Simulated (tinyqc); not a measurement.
## Trap density from the barrier height

Inverse problem. In a partly depleted grain with all boundary traps filled, 2 N W = Qt and VB = q N W^2/(2 eps0 eps_r). Find Qt, W and the doping at which VB would equal Vt.

Values chosen for this exercise:
```
symbol  value  unit                meaning
T         400     K            temperature
eps_r    11.7        relative permittivity
```

Constants: q = 1.602176634e-19 C, kB = 1.380649e-23 J/K, Vt = kB T/q, eps0 = 8.8541878128e-14 F/cm where lengths are in cm. Results are converted to the units shown.

doping = 3e18 cm^-3
barrier height = 0.14235092 V

Answer. Eliminating W gives VB = q Qt^2/(8 eps0 eps_r N), which falls as 1/N.

Qt = 4.70e12 cm^-2
W = 7.83 nm
doping for VB = Vt = 1.24e19 cm^-3

Numbers from tinyqc (`OMP_NUM_THREADS=1 python tinyqc.py 2830308 2830309 out.jsonl`; about 0.01 s on one thread of a shared Intel Xeon 2.30GHz).
